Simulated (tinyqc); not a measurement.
Inside a calculation. Method: RKS/LDA (VWN5) in the cc-pvdz basis, for He, spin multiplicity 1. Computed by tinyqc, a small Python program that keeps every step (integrals from PySCF). Settings: charge = 0, multiplicity = 1, basis = cc-pvdz, energy threshold = 1e-09, iteration cap = 51, orthogonalisation = canonical, start = core, DIIS depth = 3, DIIS from iteration = 3, damping = 0.2, method = RKS, functional = lda,vwn, grid = [10, 14]. Command: `OMP_NUM_THREADS=1 python tinyqc.py 29187 29188 out.jsonl` (the two numbers bound the seeds that draw the settings). One thread of a shared host (Intel(R) Xeon(R) Processor @ 2.60GHz), about 0.1 s of CPU time with the checks. Later iterations appear only in the table of the cycle.

## One-electron integrals

Geometry (angstrom):
```
atom         x         y         z
He    0.000000  0.000000  0.000000
```

Basis cc-pvdz: exponents (1/bohr^2) and contraction coefficients of normalised primitives:
```
element  l (shell)   exponent  coefficient
He           s (1)  38.360000     0.040176
He           s (1)   5.770000     0.261368
He           s (1)   1.240000     0.793071
He           s (2)   0.297600     1.000000
He           p (3)   1.275000     1.000000
```

Overlap, kinetic and nuclear-attraction integrals over the contracted functions; the nuclear repulsion is the sum of Za Zb / Rab.

nuclear repulsion = 0 hartree

overlap S, lower triangle:
```
           1He 1s    1He 2s   1He 2px   1He 2py   1He 2pz
1He 1s   1.000000
1He 2s   0.634168  1.000000
1He 2px  0.000000  0.000000  1.000000
1He 2py  0.000000  0.000000  0.000000  1.000000
1He 2pz  0.000000  0.000000  0.000000  0.000000  1.000000
```

kinetic energy T (hartree), lower triangle:
```
           1He 1s    1He 2s   1He 2px   1He 2py   1He 2pz
1He 1s   2.922435
1He 2s   0.466660  0.446400
1He 2px  0.000000  0.000000  3.187500
1He 2py  0.000000  0.000000  0.000000  3.187500
1He 2pz  0.000000  0.000000  0.000000  0.000000  3.187500
```

nuclear attraction V (hartree), lower triangle:
```
            1He 1s     1He 2s    1He 2px    1He 2py    1He 2pz
1He 1s   -4.802688
1He 2s   -2.012449  -1.741071
1He 2px   0.000000   0.000000  -2.402503
1He 2py   0.000000   0.000000   0.000000  -2.402503
1He 2pz   0.000000   0.000000   0.000000   0.000000  -2.402503
```

core Hamiltonian H = T + V (hartree), lower triangle:
```
            1He 1s     1He 2s   1He 2px   1He 2py   1He 2pz
1He 1s   -1.880253
1He 2s   -1.545789  -1.294671
1He 2px   0.000000   0.000000  0.784997
1He 2py   0.000000   0.000000  0.000000  0.784997
1He 2pz   0.000000   0.000000  0.000000  0.000000  0.784997
```

## Two-electron integrals

Functions are numbered as in S; the eight-fold symmetry (ij|kl) = (ji|kl) = (kl|ij) leaves the list below.

Two-electron integrals (ij|kl) in chemists' order, unique and non-zero (hartree):
```
(11|11) 1.543036   (21|11) 0.784979   (21|21) 0.426774   (22|11) 0.803460
(22|21) 0.475908   (22|22) 0.615562   (31|31) 0.177307   (32|31) 0.142524
(32|32) 0.130008   (33|11) 1.099799   (33|21) 0.627782   (33|22) 0.734404
(33|33) 1.040531   (41|41) 0.177307   (42|41) 0.142524   (42|42) 0.130008
(43|43) 0.063706   (44|11) 1.099799   (44|21) 0.627782   (44|22) 0.734404
(44|33) 0.913119   (44|44) 1.040531   (51|51) 0.177307   (52|51) 0.142524
(52|52) 0.130008   (53|53) 0.063706   (54|54) 0.063706   (55|11) 1.099799
(55|21) 0.627782   (55|22) 0.734404   (55|33) 0.913119   (55|44) 0.913119
(55|55) 1.040531
```

## Orthogonalisation

S = U s U^T; canonical form X = U s^(-1/2), so that X^T S X = 1. Each column of U has its largest component positive (the first on a tie).

eigenvalues of S: 0.365832  1.000000  1.000000  1.000000  1.634168

X:
```
                 1         2         3         4         5
1He 1s    1.169079  0.000000  0.000000  0.000000  0.553142
1He 2s   -1.169079  0.000000  0.000000  0.000000  0.553142
1He 2px   0.000000  1.000000  0.000000  0.000000  0.000000
1He 2py   0.000000  0.000000  1.000000  0.000000  0.000000
1He 2pz   0.000000  0.000000  0.000000  1.000000  0.000000
```

Within a degenerate level the vectors are fixed only up to a rotation; this is one choice.

## Starting guess

The start is the orbitals of the core Hamiltonian; D = 2 C_occ C_occ^T.

D at the start, lower triangle:
```
           1He 1s    1He 2s   1He 2px   1He 2py   1He 2pz
1He 1s   1.195448
1He 2s   0.481457  0.193903
1He 2px  0.000000  0.000000  0.000000
1He 2py  0.000000  0.000000  0.000000  0.000000
1He 2pz  0.000000  0.000000  0.000000  0.000000  0.000000
```

## Iteration 1: exchange-correlation on the grid

Becke grid with 10 radial and 14 angular points per atom, points of zero weight dropped. rho = sum D_ij phi_i phi_j; V_xc,ij = sum w v_xc phi_i phi_j; v_xc is d(rho eps)/d rho.

The 12 grid points with the largest w rho, of 140 (bohr, atomic units):
```
x                  y          z         w       rho     eps_xc       v_xc
0.382923   -0.382923  -0.382923  0.175873  0.350144  -0.583591  -0.765064
-0.382923  -0.382923  -0.382923  0.175873  0.350144  -0.583591  -0.765064
-0.382923   0.382923  -0.382923  0.175873  0.350144  -0.583591  -0.765064
0.382923    0.382923  -0.382923  0.175873  0.350144  -0.583591  -0.765064
-0.382923  -0.382923   0.382923  0.175873  0.350144  -0.583591  -0.765064
0.382923   -0.382923   0.382923  0.175873  0.350144  -0.583591  -0.765064
-0.382923   0.382923   0.382923  0.175873  0.350144  -0.583591  -0.765064
0.382923    0.382923   0.382923  0.175873  0.350144  -0.583591  -0.765064
0.000000   -0.663242   0.000000  0.156331  0.350144  -0.583591  -0.765064
-0.663242   0.000000   0.000000  0.156331  0.350144  -0.583591  -0.765064
0.000000    0.000000  -0.663242  0.156331  0.350144  -0.583591  -0.765064
0.000000    0.663242   0.000000  0.156331  0.350144  -0.583591  -0.765064
```

electrons on the grid, sum of w rho = 1.996687

E_xc = sum of w rho eps_xc = -1.18748712 hartree

V_xc (hartree), lower triangle:
```
            1He 1s     1He 2s    1He 2px    1He 2py    1He 2pz
1He 1s   -0.895818
1He 2s   -0.430909  -0.373294
1He 2px   0.000000   0.000000  -0.579893
1He 2py   0.000000   0.000000   0.000000  -0.579893
1He 2pz   0.000000   0.000000   0.000000   0.000000  -0.579893
```

## Iteration 1: building the Kohn-Sham matrix

J_ij = sum D_kl (ij|kl); F = H + J + V_xc; E = tr D H + tr D J / 2 + E_xc + E_nn.

Coulomb J (hartree), lower triangle:
```
           1He 1s    1He 2s   1He 2px   1He 2py   1He 2pz
1He 1s   2.756280
1He 2s   1.441629  1.538113
1He 2px  0.000000  0.000000  2.061656
1He 2py  0.000000  0.000000  0.000000  2.061656
1He 2pz  0.000000  0.000000  0.000000  0.000000  2.061656
```

Kohn-Sham matrix F (hartree), lower triangle:
```
            1He 1s     1He 2s   1He 2px   1He 2py   1He 2pz
1He 1s   -0.019790
1He 2s   -0.535068  -0.129853
1He 2px   0.000000   0.000000  2.266759
1He 2py   0.000000   0.000000  0.000000  2.266759
1He 2pz   0.000000   0.000000  0.000000  0.000000  2.266759
```

total energy of this density = -2.68403406 hartree

This density is the starting one.

## Iteration 1: diagonalisation and new density

Diagonalise F' = X^T F X, C = X C', fill 1 alpha and 1 beta electrons from the bottom; D = 2 C_occ C_occ^T; the new density keeps 0.2 of the old one (damping). Each column has its largest component positive (the first on a tie).

F' = X^T F X (hartree), lower triangle:
```
          1         2         3         4          5
1  1.258082
2  0.000000  2.266759
3  0.000000  0.000000  2.266759
4  0.000000  0.000000  0.000000  2.266759
5  0.071174  0.000000  0.000000  0.000000  -0.373211
```

orbital energies (hartree): MO1 -0.376311, MO2 1.261181, MO3 2.266759, MO4 2.266759, MO5 2.266759

coefficients C:
```
              MO1        MO2        MO3        MO4       MO5
1He 1s   0.501756   1.192038   0.000000   0.000000  0.000000
1He 2s   0.603481  -1.143907   0.000000   0.000000  0.000000
1He 2px  0.000000   0.000000   0.822596  -0.003592  0.568615
1He 2py  0.000000   0.000000  -0.568604  -0.013878  0.822494
1He 2pz  0.000000   0.000000  -0.004936   0.999897  0.013458
```

D after iteration 1, lower triangle:
```
           1He 1s    1He 2s   1He 2px   1He 2py   1He 2pz
1He 1s   0.641904
1He 2s   0.580771  0.621483
1He 2px  0.000000  0.000000  0.000000
1He 2py  0.000000  0.000000  0.000000  0.000000
1He 2pz  0.000000  0.000000  0.000000  0.000000  0.000000
```

Within a degenerate level the vectors are fixed only up to a rotation; this is one choice.

## Iteration 2: exchange-correlation on the grid

As before.

The 12 grid points with the largest w rho, of 140 (bohr, atomic units):
```
x                  y          z         w       rho     eps_xc       v_xc
0.382923   -0.382923  -0.382923  0.175873  0.292249  -0.551725  -0.722979
-0.382923  -0.382923  -0.382923  0.175873  0.292249  -0.551725  -0.722979
-0.382923   0.382923  -0.382923  0.175873  0.292249  -0.551725  -0.722979
0.382923    0.382923  -0.382923  0.175873  0.292249  -0.551725  -0.722979
-0.382923  -0.382923   0.382923  0.175873  0.292249  -0.551725  -0.722979
0.382923   -0.382923   0.382923  0.175873  0.292249  -0.551725  -0.722979
-0.382923   0.382923   0.382923  0.175873  0.292249  -0.551725  -0.722979
0.382923    0.382923   0.382923  0.175873  0.292249  -0.551725  -0.722979
-0.687448  -0.687448  -0.687448  0.855604  0.055572  -0.330963  -0.432045
-0.687448  -0.687448   0.687448  0.855604  0.055572  -0.330963  -0.432045
-0.687448   0.687448  -0.687448  0.855604  0.055572  -0.330963  -0.432045
-0.687448   0.687448   0.687448  0.855604  0.055572  -0.330963  -0.432045
```

electrons on the grid, sum of w rho = 1.998396

E_xc = sum of w rho eps_xc = -0.95992711 hartree

V_xc (hartree), lower triangle:
```
            1He 1s     1He 2s    1He 2px    1He 2py    1He 2pz
1He 1s   -0.824958
1He 2s   -0.414162  -0.397617
1He 2px   0.000000   0.000000  -0.575383
1He 2py   0.000000   0.000000   0.000000  -0.575383
1He 2pz   0.000000   0.000000   0.000000   0.000000  -0.575383
```

## Iteration 2: building the Kohn-Sham matrix

As before.

Coulomb J (hartree), lower triangle:
```
           1He 1s    1He 2s   1He 2px   1He 2py   1He 2pz
1He 1s   2.401605
1He 2s   1.295367  1.451093
1He 2px  0.000000  0.000000  1.891581
1He 2py  0.000000  0.000000  0.000000  1.891581
1He 2pz  0.000000  0.000000  0.000000  0.000000  1.891581
```

Kohn-Sham matrix F (hartree), lower triangle:
```
            1He 1s     1He 2s   1He 2px   1He 2py   1He 2pz
1He 1s   -0.303605
1He 2s   -0.664584  -0.241196
1He 2px   0.000000   0.000000  2.101195
1He 2py   0.000000   0.000000  0.000000  2.101195
1He 2pz   0.000000   0.000000  0.000000  0.000000  2.101195
```

total energy of this density = -2.79295819 hartree

This density is a damped mixture and is not idempotent.

## Iteration 2: diagonalisation and new density

As before.

F' = X^T F X (hartree), lower triangle:
```
           1         2         3         4          5
1   1.072031
2   0.000000  2.101195
3   0.000000  0.000000  2.101195
4   0.000000  0.000000  0.000000  2.101195
5  -0.040358  0.000000  0.000000  0.000000  -0.573371
```

orbital energies (hartree): MO1 -0.574360, MO2 1.073020, MO3 2.101195, MO4 2.101195, MO5 2.101195

coefficients C:
```
              MO1        MO2        MO3        MO4       MO5
1He 1s   0.581625  -1.155173   0.000000   0.000000  0.000000
1He 2s   0.524327   1.182284   0.000000   0.000000  0.000000
1He 2px  0.000000   0.000000  -0.070182   0.928781  0.363924
1He 2py  0.000000   0.000000   0.919924  -0.080823  0.383677
1He 2pz  0.000000   0.000000  -0.385765  -0.361709  0.848735
```

D after iteration 2, lower triangle:
```
           1He 1s    1He 2s   1He 2px   1He 2py   1He 2pz
1He 1s   0.669642
1He 2s   0.604093  0.564166
1He 2px  0.000000  0.000000  0.000000
1He 2py  0.000000  0.000000  0.000000  0.000000
1He 2pz  0.000000  0.000000  0.000000  0.000000  0.000000
```

Within a degenerate level the vectors are fixed only up to a rotation; this is one choice.

## Iteration 14 (converged): orbitals

converged F (hartree), lower triangle:
```
            1He 1s     1He 2s   1He 2px   1He 2py   1He 2pz
1He 1s   -0.279011
1He 2s   -0.653098  -0.230944
1He 2px   0.000000   0.000000  2.116249
1He 2py   0.000000   0.000000  0.000000  2.116249
1He 2pz   0.000000   0.000000  0.000000  0.000000  2.116249
```

Diagonalise F' = X^T F X, C = X C', fill 1 alpha and 1 beta electrons from the bottom; D = 2 C_occ C_occ^T. Each column has its largest component positive (the first on a tie).

F' = X^T F X (hartree), lower triangle:
```
           1         2         3         4          5
1   1.088260
2   0.000000  2.116249
3   0.000000  0.000000  2.116249
4   0.000000  0.000000  0.000000  2.116249
5  -0.031084  0.000000  0.000000  0.000000  -0.555681
```

orbital energies (hartree): MO1 -0.556268, MO2 1.088848, MO3 2.116249, MO4 2.116249, MO5 2.116249

coefficients C:
```
              MO1        MO2        MO3        MO4       MO5
1He 1s   0.575137  -1.158417   0.000000   0.000000  0.000000
1He 2s   0.530950   1.179324   0.000000   0.000000  0.000000
1He 2px  0.000000   0.000000   0.196509   0.936304  0.291066
1He 2py  0.000000   0.000000   0.846214  -0.311902  0.432018
1He 2pz  0.000000   0.000000  -0.495284  -0.161409  0.853605
```

D after iteration 14, lower triangle:
```
           1He 1s    1He 2s   1He 2px   1He 2py   1He 2pz
1He 1s   0.661564
1He 2s   0.610738  0.563816
1He 2px  0.000000  0.000000  0.000000
1He 2py  0.000000  0.000000  0.000000  0.000000
1He 2pz  0.000000  0.000000  0.000000  0.000000  0.000000
```

Within a degenerate level the vectors are fixed only up to a rotation; this is one choice.

## Convergence

Stop when the energy changes by less than 1e-09 hartree and every element of the error matrix X^T (F D S - S D F) X is below 9e-06.

Course of the cycle:
```
iteration  E (hartree)     change  largest element of the error matrix
1          -2.68403406          -                             7.63e-01
2          -2.79295819  -1.09e-01                             6.62e-02
3          -2.81821083  -2.53e-02                             6.71e-03
4          -2.82328795  -5.08e-03                             3.47e-04
5          -2.82430357  -1.02e-03                             1.61e-05
6          -2.82450670  -2.03e-04                             2.92e-05
7          -2.82454732  -4.06e-05                             1.19e-05
8          -2.82455545  -8.12e-06                             7.49e-06
9          -2.82455707  -1.63e-06                             9.43e-07
10         -2.82455740  -3.25e-07                             1.36e-07
11         -2.82455746  -6.50e-08                             3.07e-08
12         -2.82455748  -1.30e-08                             6.61e-09
13         -2.82455748  -2.60e-09                             1.27e-09
14         -2.82455748  -5.20e-10                             2.49e-10
```

PySCF RKS in the same basis, fine grid = -2.82670655 hartree

Converged in 14 iterations. The coarse grid moves the energy by +2.15e-03 hartree.

## Populations

Mulliken: Z minus the diagonal of D S on the atom; Loewdin: the same with S^(1/2) D S^(1/2).

Charges (e):
```
atom  Mulliken  Loewdin
1He          0        0
```
